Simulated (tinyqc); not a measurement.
# Millisecond and nanosecond annealing: surface heating, thermal budget and solid-phase regrowth, step by step

A worked calculation. Computed by tinyqc, a small Python program that keeps every step. Command: `OMP_NUM_THREADS=1 python tinyqc.py 3000385 3000386 out.jsonl flash walk`. One thread of a shared host (Intel(R) Xeon(R) Processor @ 2.30GHz), about 0.02 s of CPU time with the checks. Intermediate numbers are printed to about 5 digits and carried at full precision; extremes and crossings named in words are read from the listed rows.

A square pulse heats the surface of a thick wafer with constant thermal properties; losses by radiation are neglected and silicon melts at 1414 C.

Inputs (values chosen for the exercise, modelled on hot silicon with arsenic):

| quantity | value | unit |
|---|---|---|
| incident fluence | 0.387 | J/cm^2 |
| pulse length t_p | 1.4e-07 | s |
| reflectance R | 0.31 | - |
| thermal conductivity k | 0.27 | W/(cm K) |
| heat capacity per volume c | 2.22 | J/(cm^3 K) |
| preheat temperature T0 | 25 | C |
| wafer thickness d | 775 | um |
| dopant prefactor D0 | 8.14 | cm^2/s |
| dopant activation energy E | 4.01 | eV |
| regrowth prefactor v0 | 3.8e+08 | cm/s |
| regrowth energy E_v | 2.69 | eV |
| amorphous layer | 52 | nm |

Source: pulsed laser.

Constants: k_B = 8.617333262e-05 eV/K.

## Peak temperature

Absorbed flux q = (1 - R) fluence/t_p; kappa = k/c. With f(z, t) = (2 q/k) sqrt(kappa t) ierfc(z/(2 sqrt(kappa t))), ierfc(x) = exp(-x^2)/sqrt(pi) - x erfc(x): T = T0 + f(z, t) during the pulse and T0 + f(z, t) - f(z, t - t_p) after it. At the surface the rise at the end of the pulse is 2 q sqrt(t_p/(pi k c)); the fluence that just melts the surface scales with (1414 - T0).

absorbed flux q = 1.9074e+06 W/cm^2

kappa = 0.12162 cm^2/s

thermal length sqrt(kappa t_p) = 1.3049 um

peak temperature = 1065.1 C

fluence at the melting threshold = 0.51680 J/cm^2

The heated layer is 0.17 % of the wafer thickness, so the cold bulk quenches the surface. Caution: cold silicon conducts heat several times better than the constant k used here, so the real melting fluence is higher.

## Temperature in depth and time

The formulas are those given above.

Temperature (C):

| t/t_p | surface | z = 0.5 thermal lengths | z = 1 | z = 2 |
|---|---|---|---|---|
| 0.10 | 353.9 | 79.59 | 28.63 | 25.00 |
| 0.25 | 545.1 | 209.03 | 71.32 | 25.90 |
| 0.50 | 760.5 | 389.66 | 178.60 | 40.65 |
| 0.75 | 925.8 | 538.93 | 288.62 | 73.53 |
| 1.00 | 1065.1 | 668.58 | 393.06 | 117.65 |
| 1.10 | 787.0 | 661.82 | 429.43 | 137.22 |
| 1.50 | 563.4 | 526.06 | 430.12 | 205.79 |
| 2.00 | 455.8 | 437.23 | 386.26 | 239.55 |
| 4.00 | 303.7 | 298.72 | 284.30 | 233.88 |
| 10.00 | 193.8 | 192.68 | 189.40 | 176.91 |

One tenth of a pulse length after the end the surface has lost 278 C: cooling starts as sqrt(t - t_p), much faster than heating ends.

## Thermal budget

Temperatures in kelvin are T(C) + 273.15. Integrate exp(-E/(k_B T(t))) at the surface from 0 to 10 t_p (Gauss-Legendre, 60 points in sqrt(t) up to t_p and 60 in sqrt(t - t_p) after it). (Dt) = D0 x integral with E; regrowth = v0 x integral with E_v; effective time = integral/exp(-E/(k_B T_peak)).

budget (Dt) = 6.3534e-23 cm^2

diffusion length 2 sqrt(Dt) = 1.5942e-04 nm

effective time over t_p = 0.070343

possible regrowth = 0.0040507 nm

Only 7.0 % of the pulse counts at the peak; the estimate 2 k_B T_peak^2/(E (T_peak - T0)) gives 7.4 %. The amorphous layer of 52 nm regrows only by 0.0078 % of its thickness. Caution: equilibrium diffusivities are used; implant damage enhances diffusion, and k and c vary with temperature. Caution: a diffusion length below the atomic spacing of 0.235 nm means about one jump per atom or fewer, so the profile does not change measurably.

## Same peak temperature, different pulse lengths

For each t_p the flux is set so that the peak temperature stays the same: q sqrt(t_p) is fixed.

Pulses:

| t_p (s) | fluence (J/cm^2) | q (W/cm^2) | thermal length (um) | 2 sqrt(Dt) (nm) | regrowth (nm) |
|---|---|---|---|---|---|
| 1.00e-07 | 3.2707e-01 | 2.2568e+06 | 1.1028e+00 | 1.3473e-04 | 2.8934e-03 |
| 1.00e-06 | 1.0343e+00 | 7.1367e+05 | 3.4874e+00 | 4.2606e-04 | 2.8934e-02 |
| 1.00e-05 | 3.2707e+00 | 2.2568e+05 | 1.1028e+01 | 1.3473e-03 | 2.8934e-01 |
| 1.00e-04 | 1.0343e+01 | 7.1367e+04 | 3.4874e+01 | 4.2606e-03 | 2.8934e+00 |
| 3.00e-04 | 1.7915e+01 | 4.1204e+04 | 6.0404e+01 | 7.3795e-03 | 8.6801e+00 |
| 1.00e-03 | 3.2707e+01 | 2.2568e+04 | 1.1028e+02 | 1.3473e-02 | 2.8934e+01 |
| 3.00e-03 | 5.6651e+01 | 1.3030e+04 | 1.9101e+02 | 2.3336e-02 | 8.6801e+01 |
| 1.00e-02 | 1.0343e+02 | 7.1367e+03 | 3.4874e+02 | 4.2606e-02 | 2.8934e+02 |

Fluence and diffusion length grow as sqrt(t_p), regrowth as t_p. The layer of 52 nm regrows from t_p = 0.003 s on among these rows, at a diffusion length of 0.023 nm. Caution: the shortest pulses need a source absorbed within their thermal length, and the longest also heat the back of the wafer, which the thick-wafer formula leaves out.

Checks made by the program: heat stored at the end of the pulse against the absorbed fluence (relative difference below 1e-10).
